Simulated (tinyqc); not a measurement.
The decay curve: photoconductance decay in a wafer: bulk and surface recombination modes, and iron detection by pair splitting. Computed by tinyqc, a small Python program. Command: `OMP_NUM_THREADS=1 python tinyqc.py 3110993 3110994 out.jsonl pcd walk`. One thread of a shared host (Intel(R) Xeon(R) Processor @ 2.30GHz), about 0.01 s of CPU time with the checks.

Both faces of the wafer have the same S; injection is low and all coefficients are constant. x runs from -W/2 to W/2.

Inputs (values chosen for the exercise, modelled on p-type silicon):
```
quantity,value,unit
thickness W,525,micrometre
diffusivity D,21.3,cm^2/s
bulk lifetime tau_b without iron,200,microsecond
surface recombination velocity S,9100,cm/s
absorption coefficient alpha,2700,1/cm
```

Method:
- Even modes cos(a x) obey b tan b = S W/(2 D) with b = a W/2, odd modes sin(a x) obey -b cot b = S W/(2 D); each decays at the rate 1/tau_b + D a^2.
- tau_eff is the decay time of the first mode. The surface time is 1/(D a^2) of that mode; shortcuts for it are W/(2 S), W^2/(pi^2 D) and their sum, whose error is sum/surface time - 1.
- Light from one face makes n(x, 0) proportional to exp(-alpha (x + W/2)). Only even modes carry the thickness average: weight c_n = [sin b/b] int n cos(a x) dx / (int cos^2(a x) dx x mean n), with int exp(-alpha (x + W/2)) cos(a x) dx = [alpha cos b (1 - E) + a sin b (1 + E)]/(alpha^2 + a^2), E = exp(-alpha W), and int cos^2 = W/2 + sin(2 b)/(2 a).
- Mean density = sum_n c_n exp(-t/tau_n) over 60 modes; the local decay time is -1/(d ln n/dt).

W^2/(pi^2 D) = 13.1111 microsecond

tau_eff = 14.4193 microsecond

Decay:
```
t / (W^2/(pi^2 D)),t (microsecond),mean density/start,local decay time (microsecond)
0.02,0.262,0.48777,0.828
0.05,0.656,0.35248,1.679
0.10,1.311,0.26456,3.008
0.20,2.622,0.19306,5.555
0.50,6.556,0.12203,11.857
1.00,13.111,0.07529,14.313
2.00,26.222,0.03030,14.419
```

The local decay time goes from 0.828 to 14.4 microsecond against tau_eff = 14.4. Early on higher modes speed the decay, so a fit must start late.
